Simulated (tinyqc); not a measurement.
Electroplating on a thin resistive seed layer: kinetics, Wagner number and the terminal effect across a wafer: one step, computed by the program tinyqc. Command: `OMP_NUM_THREADS=1 python tinyqc.py 3121059 3121060 out.jsonl terminal walk`. One thread of a shared host (Intel(R) Xeon(R) Processor @ 2.30GHz), about 0.02 s of CPU time with the checks.

Current enters the seed at the rim. The bath is treated as a local resistance per area (no lateral flow in the liquid), two electrons per ion, molar volume 7.11 cm^3/mol, Faraday constant F = e N_A, kinematic viscosity 0.01 cm^2/s, omega = 2 pi x rpm/60; k_B T/e is in volts.

Problem. Linear estimate of the terminal effect. Linearised: with R_t = kinetic + bath resistance the current density obeys (1/r)(r i')' = i R_s/R_t, so i = A I_0(r/l), l = sqrt(R_t/R_s); with x = R/l, edge/centre = I_0(x) and edge/mean = x I_0(x)/(2 I_1(x)). Voltage drop in the seed for a uniform current: i R_s R^2/4.

Inputs (values chosen for the exercise, of the order of those for copper plating from an acid sulfate bath): wafer radius R = 15 cm; mean current density = 6.5 mA/cm^2; temperature T = 298 K.

kinetic resistance = 4.759899 ohm cm^2

bath resistance R_b = 24.24242 ohm cm^2

sheet resistance R_s = 2.535714 ohm/square

Give: length l; x = R/l; edge over centre, linear; edge over mean, linear; drop for uniform current.

Solution.

length l = 3.382 cm

x = R/l = 4.435

edge over centre, linear = 16.51

edge over mean, linear = 2.525

drop for uniform current = 927.1 mV
